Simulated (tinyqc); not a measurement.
# MOS structure on a p-type body, non-linear Poisson equation by Newton steps: what changes with what

One dimension, insulator interface at x = 0, acceptor density Na, uniform, net doping C = -(acceptor density). psi is counted from the intrinsic level: n = ni exp((psi - Vb)/Vt), p = ni exp(-psi/Vt); deep in the body psi_b = -Vt ln(Na/ni). The gate acts through Cox = eps0 eox/tox and has the potential psi_G = Vg - (phiM - chi - Vt ln(Nc/ni)). Boltzmann statistics, full ionisation, classical densities, no oxide or interface charge.

Inputs (values chosen for the exercise); band and dielectric values those of a made-up semiconductor:
```
symbol    value   unit                                                                 meaning
T           250      K                                                             temperature
Eg         1.24     eV                                                                band gap
eps_r      9.47                                                          relative permittivity
Nc      2.41e19  cm^-3                                  conduction-band density of states at T
Nv      1.67e19  cm^-3                                     valence-band density of states at T
chi         4.3     eV                                                       electron affinity
Na       4.5e16  cm^-3                                       acceptor density deep in the body
eox         3.9         relative permittivity of the gate insulator (close to silicon dioxide)
tox         2.4     nm                                                     insulator thickness
phiM       4.92     eV                                                      gate work function
Vb          1.1      V                         electron quasi-Fermi potential against the body
```

Constants: q = 1.602176634e-19 C, kB = 1.380649e-23 J/K, Vt = kB T/q, eps0 = 8.8541878128e-14 F/cm where lengths are in cm. Results are converted to the units shown.

Each table varies one quantity; the others keep the values above.

## Charge and capacitance against gate voltage

ni = sqrt(Nc Nv) exp(-Eg/(2 Vt)), Eg in volts. The Poisson equation d/dx(eps0 eps_r dpsi/dx) = -q (p - n + C), with eps0 eps_r dpsi/dx = -Cox (psi_G - psi_0) at x = 0, is solved on a mesh of about 600 nodes or more. N_inv is the integral of n less its value deep in the body. C_LF = Cox (1 - dpsi_0/dVg) with all carriers following; C_HF is the same with the electron quasi-Fermi level shifting uniformly so that N_inv stays fixed. The centroid is that of the same excess.

Charge and capacitance against gate voltage:
```
Vg (V)  psi_0 - psi_b (V)  N_inv (cm^-2)  C_LF/Cox  C_HF/Cox  centroid (nm)
1.48                 1.87         3.43e5    0.0273    0.0273           1.22
1.66                 2.04         1.11e9    0.0315    0.0262           1.17
1.85                 2.18        4.63e11     0.670    0.0255           1.02
2.04                 2.22        1.82e12     0.864    0.0254          0.801
2.22                 2.24        3.26e12     0.912    0.0254          0.668
2.41                 2.25        4.83e12     0.936    0.0254          0.572
2.6                  2.26        6.44e12     0.950    0.0254          0.503
2.78                 2.27        7.99e12     0.958    0.0254          0.453
```

Read the table: what changes, and by how much?

N_inv goes from 3.43e5 to 7.99e12 cm^-2 and passes 2e11 cm^-2 at Vg = 1.80 V. Below threshold it takes 51.3 mV a decade between Vg = 1.48 and 1.66 V, against Vt ln 10 = 49.6 mV. C_LF/Cox is lowest, 0.0273, at Vg = 1.48 V among the rows listed and ends at 0.958, while C_HF/Cox ends at 0.0254. Between the last two rows q dN_inv/dVg is 0.954 Cox. Where the classical centroid is under about 2 nm, confinement would move the charge away from the interface and raise the threshold. Above about 2e12 cm^-2 degeneracy matters too.

## Effect of the insulator thickness on threshold, swing and body effect

VT is the Vg at which N_inv = 2e11 cm^-2. m = 1/(dpsi_0/dVg) at N_inv = 1e8 cm^-2; the swing is the Vg between N_inv = 1e8 and 1e9 cm^-2; body coefficient [VT(Vb + 0.05 V) - VT(Vb)]/0.05 V - 1.

The same in every row: psi_0 - psi_b at VT (V) = 2.16.

Effect of the insulator thickness on threshold, swing and body effect:
```
tox (nm)  VT (V)    m - 1  swing (mV/decade)  body coefficient
0.6         1.70  0.00693               50.2            0.0111
0.88        1.71   0.0102               50.4            0.0142
1.3         1.74   0.0150               50.7            0.0188
1.9         1.77   0.0220               51.0            0.0253
2.8         1.82   0.0324               51.6            0.0351
4.1         1.89   0.0474               52.4            0.0493
6           2.00   0.0693               53.5            0.0700
```

What does the comparison show?

As tox goes from 0.6 to 6, VT rises from 1.70 to 2.00 V, the swing rises from 50.2 to 53.5 mV/decade and the body coefficient rises from 0.0111 to 0.0700. The swing stays within 0.88 % of m Vt ln 10, and the body coefficient within 0.0042 of m - 1.

tinyqc, about 0.4 s, one thread, Intel Xeon 2.30GHz (shared host): `OMP_NUM_THREADS=1 python tinyqc.py 2080139 2080140 out.jsonl`
